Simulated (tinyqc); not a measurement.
The diagram with and without ligand: potential-pH (Pourbaix) lines of a metal, its cation, its oxide and an oxyanion, with a complexing ligand. Computed by tinyqc, a small Python program. Command: `OMP_NUM_THREADS=1 python tinyqc.py 3011724 3011725 out.jsonl pourb walk`. One thread of a shared host (Intel(R) Xeon(R) Processor @ 2.30GHz), about 0.02 s of CPU time with the checks.

Potentials are against the standard hydrogen electrode; solids and water have unit activity; dG_f of M, H+ and the electron is zero; F = e N_A and s = R T ln(10)/F. The cation carries z = 2.

Inputs (values chosen for the exercise, modelled on cobalt): dG_f of the cation = -55.47 kJ/mol; dG_f of the oxide = -215.18 kJ/mol; dG_f of the oxyanion = -288.89 kJ/mol; dG_f of water = -237.14 kJ/mol; temperature T = 298.15 K; log10 of the dissolved activity a = -6; log10 of the stability constant beta of ML = 12; pKa of HL = 8.5; total ligand c_L = 0.0011 mol/L.

Species: M, M2+, MO, MO2(2-).

Constants: R = 8.314462618 J/(mol K); e = 1.602176634e-19 C; N_A = 6.02214076e+23 1/mol.

Method. M2+ + 2e = M; MO + 2H+ + 2e = M + H2O; MO2(2-) + 4H+ + 2e = M + 2H2O. For each, E0 = -dG/(z F), and E = E0 + (s/z) log10 a - (s n_H/z) pH, with no activity term for the oxide. The free ligand is c_L/(1 + 10^(pKa - pH)) (ligand in excess); dissolved metal is a in all, so the free cation is a/alpha, alpha = 1 + beta [L]; the cation line drops by (s/z) log10 alpha.

E0 (V): cation -0.287453, oxide 0.113800, oxyanion 0.960716

s = 0.0591593 V

Lines against the metal (V); the species with the lowest line is stable above it:
```
pH    cation     oxide  oxyanion  stable above  cation with ligand  stable above, ligand
0   -0.46493   0.11380   0.78324        cation            -0.48419             dissolved
2   -0.46493  -0.00452   0.54660        cation            -0.54014             dissolved
4   -0.46493  -0.12284   0.30996        cation            -0.59926             dissolved
5   -0.46493  -0.18200   0.19164        cation            -0.62884             dissolved
6   -0.46493  -0.24116   0.07333        cation            -0.65838             dissolved
7   -0.46493  -0.30032  -0.04499        cation            -0.68760             dissolved
8   -0.46493  -0.35948  -0.16331        cation            -0.71405             dissolved
9   -0.46493  -0.41863  -0.28163        cation            -0.72884             dissolved
10  -0.46493  -0.47779  -0.39995         oxide            -0.73197             dissolved
12  -0.46493  -0.59611  -0.63659      oxyanion            -0.73237             dissolved
14  -0.46493  -0.71443  -0.87322      oxyanion            -0.73237              oxyanion
```

What does the comparison show, and why?

Without ligand the oxide holds 1 of the eleven rows (pH 10 to 10), with it 0. The ligand acts once beta [L] exceeds 1, from pH = pKa - log10(beta c_L) = -0.5 on, that is in all rows; its line then falls by at most s/z per pH unit and flattens beyond pKa, 0.267 V below the free cation at most. The oxide line falls faster, by s per pH unit.

Extremes, crossings and ranges named in words are read from the listed rows.
